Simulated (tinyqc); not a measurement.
Charge state against the Fermi level: deep level with several charge states.

Energies from Ev. The defect has charge states +1, 0, -1 with weights 1, gm exp((EF - E1)/kT), exp((2 EF - E1 - E2)/kT); the shares are the weights over their sum. Boltzmann carriers: n = Nc exp((EF - Eg)/kT), p = Nv exp(-EF/kT). Neutrality: p - n + Nd + Nt <q> = 0.

Constants: kB = 8.617333262e-05 eV/K.

Inputs chosen for the exercise (gap and densities of states near those of Si at this temperature; shifted at random, so the results belong to these values and not to a real crystal):
```
symbol  value  unit  meaning
E1      0.899  eV    level (+1/0) above Ev
E2      0.688  eV    level (0/-1) above Ev
gm      1            degeneracy of the middle state, the others 1
T       300    K
```

Shares:
```
EF (eV)     +1      0     -1     <q>
0.067    1.000  0.000  0.000   1.000
0.157    1.000  0.000  0.000   1.000
0.247    1.000  0.000  0.000   1.000
0.337    1.000  0.000  0.000   1.000
0.427    1.000  0.000  0.000   1.000
0.517    1.000  0.000  0.000   1.000
0.607    1.000  0.000  0.000   1.000
0.697    0.999  0.000  0.001   0.998
0.787    0.618  0.008  0.374   0.244
0.877    0.002  0.001  0.998  -0.996
0.967    0.000  0.000  1.000  -1.000
1.057    0.000  0.000  1.000  -1.000
```

E2 lies below E1 (negative U = -0.211 eV), so the charge goes from +1 to -1 near (E1 + E2)/2 = 0.793 eV, two electrons at once; the middle state never exceeds a share of 0.00838.

tinyqc: `OMP_NUM_THREADS=1 python tinyqc.py 1651062 1651063 out.jsonl`; about 0.01 s, one thread, shared Intel(R) Xeon(R) Processor @ 2.30GHz.
